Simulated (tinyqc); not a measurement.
Raman line shape of confined optical phonons and breathing modes of small crystals. From mean shift, from the weights back to confinement constant beta. Computed by tinyqc, a small Python program. Command: `OMP_NUM_THREADS=1 python tinyqc.py 3012730 3012731 out.jsonl confine inv`. One thread of a shared host (Intel(R) Xeon(R) Processor @ 2.30GHz), about 0.02 s of CPU time with the checks.

Confinement in 3 direction(s) lets phonons with q away from zero scatter light. q is in units of 2 pi/a, from 0 to 1, and the branch is isotropic: omega(q)^2 = (omega_0^2 + omega_X^2)/2 + ((omega_0^2 - omega_X^2)/2) cos(pi q). The model and its constant beta are phenomenological; beta = 8 is the common choice.

Inputs (values chosen for the exercise, modelled on silicon):

| quantity | value | unit |
|---|---|---|
| bulk frequency omega_0 | 521 | 1/cm |
| frequency at the zone boundary omega_X | 426 | 1/cm |
| natural width Gamma_0 | 3.3 | 1/cm |
| lattice constant a | 5.431 | angstrom |
| size L | 8.6 | nm |
| probe offset omega - omega_0 | 0.99 | 1/cm |

Shape: sphere.

Method:
- Weight W(q) = q^2 exp(-(2 L q/a)^2/(2 beta)) dq, that is exp(-k^2 L^2/(2 beta pi^2)) for k = 2 pi q/a.
- I(omega) = int W(q) / [(omega - omega(q))^2 + (Gamma_0/2)^2] dq / int W dq x (Gamma_0/2)^2, by 400 Gauss-Legendre points on 0 < q < min(1, 2.5 a sqrt(2 beta)/L).
- Bulk Lorentzian 1/(1 + (2 offset/Gamma)^2); mean shift = weighted mean of omega(q) less the bulk frequency.

Question. A run gave the result below. Find the confinement constant beta, known to lie between 7.6 and 16.

mean shift, from the weights = -5.383215 1/cm

Answer.

Each step takes the trial c = (a f_b - b f_a)/(f_b - f_a), f being the result less the target and a, b, c the logarithms of the listed values; c replaces end b, the old b replaces a if the sign of f changed, and otherwise f_a is halved.

Scan of the range:

| confinement constant beta | mean shift, from the weights (1/cm) |
|---|---|
| 7.60 | -4.72946 |
| 8.60 | -5.33494 |
| 9.74 | -6.02044 |
| 11.00 | -6.77221 |
| 12.50 | -7.65912 |
| 14.10 | -8.59553 |
| 16.00 | -9.69465 |

False position (Illinois rule, in the logarithm of the input) inside the bracket:

| step | end a | end b | trial | mean shift, from the weights (1/cm) |
|---|---|---|---|---|
| 1 | 8.60000 | 9.74000 | 8.67571 | -5.38063 |
| 2 | 9.74000 | 8.67571 | 8.67977 | -5.38308 |
| 3 | 9.74000 | 8.67977 | 8.68020 | -5.38334 |
| 4 | 8.67977 | 8.68020 | 8.68000 | -5.38321 |

Mean shift, from the weights falls at every point of a 13-point scan of the range (every second point is shown), so one value fits; it is bracketed by 8.60 and 9.74. Answer: confinement constant beta = 8.680.
